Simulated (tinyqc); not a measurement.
Ion implantation: universal nuclear stopping, Lindhard-Scharff electronic stopping and a Gaussian range profile. Changing the dose Q. Computed by tinyqc, a small Python program. Command: `OMP_NUM_THREADS=1 python tinyqc.py 3027370 3027371 out.jsonl implant sweep`. One thread of a shared host (Intel(R) Xeon(R) Processor @ 2.30GHz), about 0.1 s of CPU time with the checks.

An ion slows by elastic collisions with screened nuclei and by friction with electrons; channelling is ignored and the target is uniform.

Inputs (values chosen for the exercise, modelled on arsenic ions in copper):
```
quantity                                 value    unit
ion atomic number Z1                        33       -
ion mass M1                                 75       u
target atomic number Z2                     29       -
target mass M2                           63.55       u
target density N                          84.9  1/nm^3
ion energy E                                43     keV
scale factor of electronic stopping k      1.2       -
background C_B                         9.5e+15  1/cm^3
displacement energy E_d                     30      eV
```

Method:
- Reduced energy eps = 32.53 M2 E/(Z1 Z2 (M1 + M2)(Z1^0.23 + Z2^0.23)), E in keV; s_n = ln(1 + 1.1383 eps)/(2 (eps + 0.01321 eps^0.21226 + 0.19593 eps^0.5)) for eps up to 30 and ln(eps)/(2 eps) above; S_n = 8.462 Z1 Z2 M1 s_n/((M1 + M2)(Z1^0.23 + Z2^0.23)) in 1e-15 eV cm^2.
- S_e = k 3.83 Z1^(7/6) Z2/(Z1^(2/3) + Z2^(2/3))^(3/2) sqrt(E/M1) in 1e-15 eV cm^2, E in keV.
- Path length R = int_0^E dE'/(N (S_n + S_e)); energy lost to nuclei nu = int_0^E S_n/(S_n + S_e) dE' (both with E' = E y^3 and 64 Gauss-Legendre points in y).
- Estimates of Lindhard type: R_p = R/(1 + M2/(3 M1)), straggle dR_p = (2/3) R_p sqrt(M1 M2)/(M1 + M2).
- C(x) = C_p exp(-(x - R_p)^2/(2 dR_p^2)) with C_p = Q/(sqrt(2 pi) dR_p), 1 nm = 1e-7 cm; the profile falls to the background at x_j = R_p + dR_p sqrt(2 ln(C_p/C_B)); the peak atomic fraction is C_p/N.
- Kinchin-Pease count with efficiency 0.8: N_d = 0.8 nu/(2 E_d), taking all of nu as damage energy (an upper estimate, as recoils also lose energy to electrons). Spread over a depth R_p + dR_p, displacements per atom = Q N_d/(N (R_p + dR_p)).

One run for each value:
```
dose Q (1/cm^2)  depth x_j where C falls to C_B (nm)  peak concentration C_p (1/cm^3)  displacements per atom
1.00e+12                                       28.44                        8.425e+17               3.075e-03
3.70e+12                                       30.37                        3.117e+18               1.138e-02
1.40e+13                                       32.13                        1.179e+19               4.305e-02
5.20e+13                                       33.71                        4.381e+19               1.599e-01
1.90e+14                                       35.15                        1.601e+20               5.842e-01
7.20e+14                                       36.53                        6.066e+20               2.214e+00
2.70e+15                                       37.82                        2.275e+21               8.302e+00
1.00e+16                                       39.04                        8.425e+21               3.075e+01
```

Over the rows, depth x_j where C falls to C_B (nm) rises from 28.4 to 39.0 (exponent d ln y / d ln x 0.050 between the first rows and 0.024 between the last); peak concentration C_p (1/cm^3) rises from 8.42e17 to 8.42e21 (exponent d ln y / d ln x about 1.0 throughout); displacements per atom rises from 0.00307 to 30.7 (exponent d ln y / d ln x about 1.0 throughout). The exponent of peak concentration C_p stays at 1: the profile scales with dose. The exponent of displacements per atom stays at 1: cascades are counted independently. The dose enters x_j only through the root of a logarithm.

Caution (rows 1.90e14, 7.20e14, 2.70e15, 1.00e16): above a few tenths of a displacement per atom cascades overlap, so the count overstates new damage; heavy ions turn silicon and germanium amorphous at such levels, while light ions such as boron and metal targets anneal much of the damage. Caution (rows 1.00e16): the peak exceeds 5 atomic %, where sputtering and the changed target matter.

Extremes, crossings and ranges named in words are read from the listed rows.
